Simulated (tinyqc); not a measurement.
## Threshold-voltage variability of a planar MOSFET, analytic estimates: effect of the gate width

Three independent sources add in quadrature: random dopants in the depleted layer, metal-gate grains of two orientations, and roughness of the two gate edges acting through the roll-off VT = VT(long) - Vr exp(-L/l). These are first-order estimates: no three-dimensional electrostatics, no percolation.

ni = sqrt(Nc Nv) exp(-Eg/(2 Vt)), Eg in volts; Cox = 3.9 eps0/ti; Wd = sqrt(4 eps0 eps_r Vt ln(Na/ni)/(q Na)); dopants: s1 = (q/Cox) sqrt(Na Wd/(3 L W)). Grains: Ng = L W/G^2 (at least 1), s2 = dW sqrt(p (1 - p)/Ng). Edges, with exponential correlation and u = W/La: the mean gate length has sL^2 = 2 De^2 (2/u)[1 - (1 - exp(-u))/u]; s3 = sL (Vr/l) exp(-L/l). s = sqrt(s1^2 + s2^2 + s3^2). l and Vr are held fixed.

Parameters, values chosen for the exercise; material values close to those of silicon: temperature T = 293 K; band gap Eg = 1.1 eV; relative permittivity of the semiconductor eps_r = 11.8; conduction-band density of states at T Nc = 2.75e19 cm^-3; valence-band density of states at T Nv = 2.59e19 cm^-3; channel doping Na = 3.8e17 cm^-3; oxide-equivalent thickness in inversion ti = 1.9 nm; gate length L = 20 nm; metal grain size G = 15 nm; work-function difference of the two grain orientations dW = 0.15 eV; share of the orientation of higher work function p = 0.6; rms roughness of one gate edge De = 1.1 nm; correlation length of the roughness La = 10 nm; decay length of the threshold roll-off l = 5.5 nm; prefactor of the roll-off Vr = 2.1 V.

Constants: q = 1.602176634e-19 C, kB = 1.380649e-23 J/K, Vt = kB T/q, eps0 = 8.8541878128e-14 F/cm where lengths are in cm. Results are converted to the units shown.

Effect of the gate width:
```
W (nm)	s1 (mV)	s2 (mV)	s3 (mV)	s (mV)	s sqrt(L W) (mV um)
17	39.95	59.78	12.23	72.93	1.345
28	31.13	46.58	10.78	57.05	1.350
46	24.29	36.34	9.142	44.65	1.354
74	19.15	28.65	7.567	35.28	1.357
120	15.04	22.50	6.117	27.74	1.359
200	11.65	17.43	4.824	21.51	1.360
320	9.208	13.78	3.851	17.01	1.361
520	7.223	10.81	3.040	13.35	1.362
```

Read the table: what changes, and by how much?

As W goes from 17 to 520 nm, s falls from 72.9 to 13.4 mV. The grains are the largest source in the first and the last row. The product s sqrt(L W) rises from 1.34 to 1.36 mV um: s1 and s2 go as 1/sqrt(L W), so the change comes from s3 alone. At W = 17 nm the depleted region holds under ten dopants, so their spread is not Gaussian. For W = 17 to 28 nm the gate holds under four grains, so the work function takes a few discrete values. In every row the depletion depth exceeds L, so source and drain share much of the charge and s1 is rough.

Computed by the program tinyqc: `OMP_NUM_THREADS=1 python tinyqc.py 2090109 2090110 out.jsonl`, one thread of a shared Intel Xeon 2.30GHz, about 0.01 s for the whole run.
